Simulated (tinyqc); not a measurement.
# Worked calculation: free and trapped electrons in a MOS channel with a dense trap tail

Numbers from tinyqc (`OMP_NUM_THREADS=1 python tinyqc.py 2222147 2222148 out.jsonl`; about 0.02 s on one thread of a shared Intel Xeon 2.30GHz). Printed values are rounded.

p-type body, charge-sheet picture, full ionisation (an idealisation for deep acceptors), Boltzmann statistics for free electrons. e = Ec - EF at the surface. Acceptor-like traps of density D(E) = D0 + De exp(-E/Ew) at depth E below Ec, from 0 to Eu, hold n_t = integral of D(E)/(1 + exp((e - E)/Vt)). psi = Eg - Vt ln(Nv/Na) - e; N_dep = sqrt(2 eps0 eps_r Na (psi - Vt)/q); n_f = sqrt(N_dep^2 + 2 eps0 eps_r Vt Nc exp(-e/Vt)/q) - N_dep; Vg = Vfb + psi + q (N_dep + n_t + n_f)/Cox, Cox = eps0 eox/tox.

Parameters, values chosen for the exercise; band and dielectric values close to those of 4H silicon carbide:

| symbol | value | unit | meaning |
|---|---|---|---|
| T | 250 | K | temperature |
| Eg | 3.27 | eV | band gap |
| eps_r | 9.81 |  | relative permittivity |
| Nc | 1.27e19 | cm^-3 | conduction-band density of states at T |
| Nv | 1.87e19 | cm^-3 | valence-band density of states at T |
| eox | 3.9 |  | relative permittivity of the insulator |
| tox | 25 | nm | insulator thickness |
| Na | 1.8e17 | cm^-3 | acceptor density |
| Vfb | -2.13 | V | flat-band voltage without trapped charge |
| D0 | 7.8e10 | cm^-2 eV^-1 | constant background density of acceptor-like traps |
| De | 1.2e13 | cm^-2 eV^-1 | density of the tail at the conduction edge |
| Ew | 0.1 | eV | decay energy of the tail |
| Eu | 0.74 | eV | depth below Ec down to which the traps reach |
| mf | 100 | cm^2/(V s) | mobility of free electrons |
| e | 0.064 | eV | Ec - EF at the surface |

Constants: q = 1.602176634e-19 C, kB = 1.380649e-23 J/K, Vt = kB T/q, eps0 = 8.8541878128e-14 F/cm where lengths are in cm. Results are converted to the units shown.

## Trapped charge

Trapezoid rule on 12 equal steps from 0 to Eu, f = 1/(1 + exp((e - E)/Vt)).

```
point,E (eV),D(E) f (cm^-2 eV^-1)
0,0,5.889790e11
1,0.06166667,3.100129e12
2,0.1233333,3.359933e12
3,0.185,1.957726e12
4,0.2466667,1.096180e12
5,0.3083333,6.276683e11
6,0.37,3.746821e11
7,0.4316667,2.381315e11
8,0.4933333,1.644295e11
9,0.555,1.246495e11
10,0.6166667,1.031786e11
11,0.6783333,9.158992e10
12,0.74,8.533503e10
```

n_t = 7.138196e11 cm^-2

With 1600 steps n_t = 7.192e11 cm^-2; the coarse value is 0.74 % below it.

## Charges and gate voltage

psi, N_dep, n_f and Vg as defined, with the n_t given; free share n_f/(n_f + n_t); apparent mobility mf n_f/(n_f + n_t); gate voltage spent on traps q n_t/Cox.

psi = 3.105967 V
N_dep = 2.453533e12 cm^-2
n_f = 3.079864e10 cm^-2
Vg = 4.685644 V
free share = 4.136165 %
apparent mobility = 4.136165 cm^2/(V s)
gate voltage spent on traps = 0.8279908 V
